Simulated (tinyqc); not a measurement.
Thickness, silicon consumed, volume change, sheet resistance: thermodynamics of metal silicides: hull, first phase, silicon consumed, nucleation and stability against SiO2. Computed by tinyqc, a small Python program. Command: `OMP_NUM_THREADS=1 python tinyqc.py 3024207 3024208 out.jsonl silphase walk`. One thread of a shared host (Intel(R) Xeon(R) Processor @ 2.30GHz), about 0.01 s of CPU time with the checks.

Entropies of formation of the solids are neglected, so heats stand for free energies. Si fractions: M2Si 0.3333, MSi 0.5000, MSi2 0.6667.

Inputs (values chosen for the exercise, of the order of those of cobalt silicides for heats and volumes only): molar volume of M = 6.67 cm^3/mol; molar volume of Si = 12.06 cm^3/mol; metal thickness t = 15 nm.

Phases: M2Si, MSi, MSi2.

volumes of the three phases per mole of M (cm^3/mol): 9.73  13.4  22.8

resistivities of the three phases (microohm cm): 45  31  42

Method. Per phase M_a Si_b, for ample silicon (not limited to t_Si): silicide thickness = t V/V_M; silicon consumed = t (b/a) V_Si/V_M; net volume change = V/(V_M + (b/a) V_Si) - 1; the top surface lies (silicide thickness - silicon consumed) above the old interface; sheet resistance = resistivity/thickness.

Films:
```
phase  thickness (nm)  Si consumed (nm)  volume change (%)  top above old interface (nm)  sheet resistance (ohm)
M2Si           21.882            13.561            -23.386                        8.3208                  20.565
MSi            30.135            27.121            -28.457                        3.0135                  10.287
MSi2           51.274            54.243            -25.950                       -2.9685                   8.191
```

silicon consumed by MSi = 27.121 nm

sheet resistance of MSi = 10.287 ohm

For a given sheet resistance the silicon consumed goes as resistivity x (b/a)/V: M2Si 2.31, MSi 2.31, MSi2 3.68. It is least for M2Si, which matters on shallow junctions and thin silicon. All three reactions shrink the total volume.

Extremes, crossings and ranges named in words are read from the listed rows.
